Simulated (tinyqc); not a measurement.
Full law against its linear and parabolic limits: Deal-Grove kinetics of thermal oxidation of silicon. Computed by tinyqc, a small Python program. Command: `OMP_NUM_THREADS=1 python tinyqc.py 3007077 3007078 out.jsonl oxide walk`. One thread of a shared host (Intel(R) Xeon(R) Processor @ 2.30GHz), about 0.03 s of CPU time with the checks.

Oxidant diffuses through the oxide and reacts at the interface, so that dx/dt = B/(A + 2x) for the oxide thickness x.

Inputs (values chosen for the exercise, close to those used for silicon): prefactor B0 = 847 um^2/h; activation energy E_B = 1.23 eV; prefactor (B/A)0 = 3.16e+06 um/h; activation energy E_A = 1.99 eV; temperature T = 850 C; oxidant pressure p = 0.1 atm; pressure exponent m of B/A = 0.7; initial oxide x_i = 0.002 um; time t = 2 h.

Ambient: dry oxygen. Surface: (100).

Constants: k_B = 8.617333262e-05 eV/K.

Method:
- B = B0 p exp(-E_B/(k_B T)), B/A = (B/A)0 p^m exp(-E_A/(k_B T)), p in atm; A = B/(B/A).
- Temperatures in kelvin are T(C) + 273.15.
- tau = (x_i^2 + A x_i)/B and x = (A/2) [sqrt(1 + 4 B (t + tau)/A^2) - 1], the root of x^2 + A x = B (t + tau).
- Silicon consumed is 0.44 times the oxide grown; the rate is B/(A + 2x).
- Linear limit x = (B/A)(t + tau); parabolic limit x = sqrt(B (t + tau)).

tau = 2.71232 h

length A = 0.345505 um

parabolic constant B = 2.56242e-04 um^2/h

linear constant B/A = 7.41644e-04 um/h

Thickness (um):
```
t (h)      full  linear limit  parabolic limit     2x/A
0.05   0.002037      0.002049         0.026605  0.01179
0.1    0.002073      0.002086         0.026845  0.01200
0.25   0.002183      0.002197         0.027551  0.01264
0.5    0.002366      0.002382         0.028690  0.01370
1      0.002732      0.002753         0.030842  0.01581
2      0.003460      0.003495         0.034749  0.02003
4      0.004908      0.004978         0.041473  0.02841
8      0.007770      0.007945         0.052392  0.04498
16     0.013361      0.013878         0.069245  0.07734
32     0.024068      0.025744         0.094312  0.13932
```

What follows from these numbers?

Both limits lie above the full result, since each drops one resistance. The linear law overshoots by 0.59 % in the first row and 7.0 % in the last, the parabolic law by 1200 % and 290 %. The linear law is the better one in every row, as 2x/A stays below 1.24. Caution: dry oxides grow faster than Deal-Grove predicts below about 0.03 um, so a start from a thinner film underestimates the thickness (a common remedy is x_i = 0.025 um).
